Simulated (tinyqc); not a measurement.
# Changing the total dopant density N

Model: dopants and charged point defects at anneal temperature: Fermi-level effect, clustering and pairing. Computed by tinyqc, a small Python program. Command: `OMP_NUM_THREADS=1 python tinyqc.py 3009951 3009952 out.jsonl pairing sweep`. One thread of a shared host (Intel(R) Xeon(R) Processor @ 2.30GHz), about 0.03 s of CPU time with the checks.

Boltzmann statistics and full ionisation of active dopants. Energies are counted from the valence band; the defect (a vacancy or self-interstitial) has five charge states, with all degeneracy factors one.

Inputs (values chosen for the exercise, with bands modelled on germanium):

| quantity | value | unit |
|---|---|---|
| gap at 0 K E_g0 | 0.735 | eV |
| Varshni alpha | 0.000495 | eV/K |
| Varshni beta | 242 | K |
| electron mass m_e | 0.225 | m_0 |
| valleys M_c | 4 | - |
| hole mass m_h | 0.335 | m_0 |
| anneal temperature T | 760 | K |
| formation enthalpy of the neutral defect H_f | 2.01 | eV |
| formation entropy S_f | 3.1 | k_B |
| site density N_s | 4.9e+22 | cm^-3 |
| intrinsic dopant diffusivity D_i | 1.4e-16 | cm^2/s |
| anneal time t | 200 | s |
| dopant atoms per cluster k | 4 | - |
| cluster binding energy E_b | 1.97 | eV |

Dopant: donor. Second part: clustering of the dopant.

defect levels as fractions of E_g(T): (2+/+), (+/0), (0/-), (-/2-): 0.12  0.16  0.38  0.65

Constants: m_0 = 9.1093837015e-31 kg; k_B = 1.380649e-23 J/K; h = 6.62607015e-34 J s; k_B = 8.617333262e-05 eV/K.

Method:
- E_g = E_g0 - alpha T^2/(T + beta).
- N_c = 2 M_c (2 pi m_e k_B T/h^2)^(3/2) and N_v = 2 (2 pi m_h k_B T/h^2)^(3/2), masses in units of m_0.
- n_i = sqrt(N_c N_v) exp(-E_g/2 k_B T); E_i = E_g/2 + (k_B T/2) ln(N_v/N_c).
- n = A/2 + sqrt(A^2/4 + n_i^2) for an active density A.
- k ionised dopants and k carriers form one neutral cluster: C = N_s (A/N_s)^k (n/N_b)^k exp(E_b/k_B T), N_b the effective density of states of the majority band, and N = A + k C (60 bisections in ln A between ln N - 90 and ln N).
- chi = n/n_i (for acceptors n_i/p); E_F = E_i + k_B T ln chi; field enhancement h = 1 + A/sqrt(A^2 + 4 n_i^2).
- C_0 = N_s exp(S_f/k_B) exp(-H_f/k_B T). Ratios to the neutral state at E_F = E_i: r_+ = exp((E(+/0) - E_i)/k_B T), r_2+ = r_+ exp((E(2+/+) - E_i)/k_B T), r_- = exp((E_i - E(0/-))/k_B T), r_2- = r_- exp((E_i - E(-/2-))/k_B T); at other E_F state q scales as chi^(-q). The enhancement is sum r_q chi^(-q)/sum r_q. The charge on the defects is left out of neutrality.
- If every charge state of the defect carries the dopant equally well, D = D_i x enhancement x h x (active share A/N, a rough stand-in that overstates the dA/dN which immobile clusters call for), D_i being an input held fixed when T or H_f is moved; diffusion length 2 sqrt(D t).

One run for each value:

| total dopant density N (cm^-3) | active density A (cm^-3) | enhancement over intrinsic | D/D_i | E_F (eV) | mean charge (e) |
|---|---|---|---|---|---|
| 1.00e+17 | 1.0000e+17 | 1.038 | 1.093 | 0.20247 | -0.7159 |
| 3.00e+17 | 3.0000e+17 | 1.123 | 1.300 | 0.20939 | -0.7759 |
| 9.00e+17 | 9.0000e+17 | 1.457 | 2.086 | 0.22925 | -0.9399 |
| 3.00e+18 | 2.9990e+18 | 3.542 | 6.540 | 0.28061 | -1.3117 |
| 8.00e+18 | 7.1625e+18 | 11.455 | 20.176 | 0.33308 | -1.6024 |
| 2.00e+19 | 9.8246e+18 | 19.028 | 18.527 | 0.35327 | -1.6872 |
| 7.00e+19 | 1.2226e+19 | 27.523 | 9.558 | 0.36738 | -1.7377 |
| 2.00e+20 | 1.4159e+19 | 35.508 | 5.006 | 0.37690 | -1.7678 |
| 7.00e+20 | 1.6672e+19 | 47.414 | 2.251 | 0.38751 | -1.7980 |
| 2.00e+21 | 1.9051e+19 | 60.277 | 1.146 | 0.39620 | -1.8202 |

What does the table show, and why?

Over the rows, active density A (cm^-3) rises from 1.00e17 to 1.91e19 (exponent d ln y / d ln x 1.00 between the first rows and 0.13 between the last); enhancement over intrinsic rises from 1.04 to 60.3 (exponent d ln y / d ln x 0.072 between the first rows and 0.23 between the last); D/D_i goes from 1.09 through a maximum among these rows, 20.2 at 8.00e18, to 1.15. At the low end the exponent of active density A is 1.00, close to 1: no clustering. Once clusters hold most of the dopant and A exceeds n_i, the exponent of A tends to 1/(2k) = 0.125; between the last rows it is 0.127.

Extremes, crossings and ranges named in words are read from the listed rows.
